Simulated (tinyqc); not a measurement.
Inside a calculation: heterojunction of two tight-binding chains. Values are carried at full precision from step to step, so a last printed digit may differ when a step is redone from the rounded ones.

Left chain: hopping -t1, sites at 2 t1 (band bottom 0). Right chain: hopping -t2, sites at dE + 2 t2 (bottom dE). t = c/(m a^2), c = hbar^2/2m0. The bond across the interface is -tc with tc = f sqrt(t1 t2), and the last left site has the extra energy U. In a chain E = bottom + 2t (1 - cos(ka)); the surface Green function of a half chain is g = -exp(ika)/t, with Im k > 0 where cos(ka) > 1.

Constants: hbar^2/2m0 = 3.80998211 eV angstrom^2.

Parameters, chosen for this exercise (masses and offset of the size met at GaN / AlGaN; not measured data):
```
symbol  value  unit      meaning
a       4      angstrom  site spacing
m1      0.2    m0        mass on the left
m2      0.252  m0        mass on the right
f       1                factor on the interface hopping
dE      0.44   eV        band offset
E       0.45   eV        electron energy
U       0.18   eV        extra energy on the last left site
```

## Hoppings

Form t1, t2 and tc.

t1 = 1.1906 eV
t2 = 0.9449 eV
tc = 1.0607 eV

## Wave numbers and velocities

The left chain has hopping t1 and band bottom 0, the right one t2 and dE. cos(ka) = 1 - (E - bottom)/(2t); dE/dk = 2 t a sin(ka).

ka (rad): left 0.62490, right 0.10292

dE/dk (eV angstrom): left 5.5722, right 0.7766

## Self-energies on the last left site

Hoppings t1 (left), t2 (right), tc (interface); g is the surface Green function of a half chain. The rest of the left chain gives S1 = t1^2 g1 = -t1 exp(i k1 a); the right chain gives S2 = tc^2 g2 = -(tc^2/t2) exp(i k2 a).

S1 = -0.96562-0.69653i eV
S2 = -1.18432-0.12232i eV

## Transmission

The last site of the left chain has energy 2 t1 + U, and S1, S2 are the self-energies of the two half chains on it. G = 1/(E - 2 t1 - U - S1 - S2); T = 4 Im(S1) Im(S2) |G|^2.

G = 0.0576-1.2185i 1/eV
T = 0.5071

A fraction 0.4929 is reflected although the electron lies above the step.

## Checks

- T from the Green function against 1 - |r|^2 from matching plane waves: both 0.507130.

Computed by tinyqc, a small Python program: `OMP_NUM_THREADS=1 python tinyqc.py 1481809 1481810 out.jsonl` (the numbers bound the seed that draws the inputs); one thread of a shared host (Intel(R) Xeon(R) Processor @ 2.30GHz), about 0.01 s for the whole set of steps.
